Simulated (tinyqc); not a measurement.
## Uniformly doped HEMT, charge control: effect of the temperature

A two-dimensional electron gas of density ns under a barrier. EF and the subbands are counted from the conduction-band edge of the channel at the interface. Two subbands of a triangular well with an infinite wall, parabolic band, no carriers in the barrier.

Fully depleted barrier with eb = ebr: Vp = q ND (d - ds)^2/(2 eps0 eb); donors per area ND (d - ds); Voff = phiB - dEc - Vp. F = q (eta ns + Nb)/(eps0 ec) in eV/nm; E_k = a_k (C F^2/me)^(1/3), a_0 = 2.338107, a_1 = 4.087949, C = hbar^2/(2 m0); D = me m0 q/(pi hbar^2); ns = D Vt [ln(1 + exp((EF - E_0)/Vt)) + ln(1 + exp((EF - E_1)/Vt))], which gives EF = E_0 + Vt ln{2 s/[(1 + u) + sqrt((1 + u)^2 + 4 u s)]} with s = exp(ns/(D Vt)) - 1, u = exp((E_0 - E_1)/Vt). Charge control: ns + Nb = eps0 eb (Vg - Voff - EF)/(q d). Gate capacitance C = q dns/dVg = eps0 eb/(d + dd), dd = (eps0 eb/q) dEF/dns.

Values chosen for this exercise; material values close to those of InAlAs on In0.53Ga0.47As:

| symbol | value | unit | meaning |
|---|---|---|---|
| d | 35 | nm | barrier thickness from gate to channel |
| ds | 4.5 | nm | undoped spacer next to the channel |
| me | 0.0417 | m0 | electron mass in the channel |
| ec | 14.2 |  | relative permittivity of the channel |
| ebr | 12.7 |  | relative permittivity of the barrier |
| phiB | 0.661 | eV | barrier height of the gate |
| dEc | 0.49 | eV | conduction-band offset |
| ND | 8.2e17 | cm^-3 | donor density of the doped part |
| eta | 0.75 |  | share of ns that counts in the confining field |
| Nb | 0 | cm^-2 | depletion charge of the buffer |
| Vg | 0 | V | gate voltage |

Constants: q = 1.602176634e-19 C, kB = 1.380649e-23 J/K, hbar = 1.054571817e-34 J s, m0 = 9.1093837015e-31 kg, Vt = kB T/q, eps0 = 8.8541878128e-14 F/cm where lengths are in cm, hbar^2/(2 m0) = 0.0380998212 eV nm^2. Results are converted to the units shown.

The same in every row: Voff (V) = -0.37243.

Results:

| T (K) | ns (cm^-2) | EF (eV) | EF - E_0 (eV) | second subband (%) | dd (nm) | C (uF/cm^2) | EF/dEc |
|---|---|---|---|---|---|---|---|
| 20 | 5.4685e11 | 0.099721 | 0.031393 | 5.8142e-5 | 9.8754 | 0.25058 | 0.20351 |
| 77 | 5.4744e11 | 0.099429 | 0.031053 | 0.99409 | 9.9243 | 0.25031 | 0.20292 |
| 150 | 5.5212e11 | 0.097096 | 0.028330 | 6.2984 | 10.291 | 0.24828 | 0.19815 |
| 220 | 5.6036e11 | 0.092986 | 0.023538 | 11.870 | 10.830 | 0.24536 | 0.18977 |
| 300 | 5.7299e11 | 0.086686 | 0.016198 | 17.107 | 11.506 | 0.24180 | 0.17691 |
| 500 | 6.1402e11 | 0.066224 | -0.0075897 | 25.566 | 13.105 | 0.23375 | 0.13515 |

Estimate the missing row, T = 400 K.

Computed row:

| T (K) | ns (cm^-2) | EF (eV) | EF - E_0 (eV) | second subband (%) | dd (nm) | C (uF/cm^2) | EF/dEc |
|---|---|---|---|---|---|---|---|
| 400 | 5.9218e11 | 0.077116 | 0.0050628 | 22.000 | 12.335 | 0.23756 | 0.15738 |

With this row back in the table: As T goes from 20 to 500, ns rises from 5.47e11 to 6.14e11 cm^-2, EF falls from 0.0997 to 0.0662 eV and C falls from 0.251 to 0.234 uF/cm^2. Voff stays at -0.372 V. The second subband holds over 20 % for T = 400, 500, where the higher subbands left out would add electrons.

Program tinyqc, `OMP_NUM_THREADS=1 python tinyqc.py 2180086 2180087 out.jsonl`; Intel Xeon 2.30GHz, shared host, one thread, about 0.01 s.
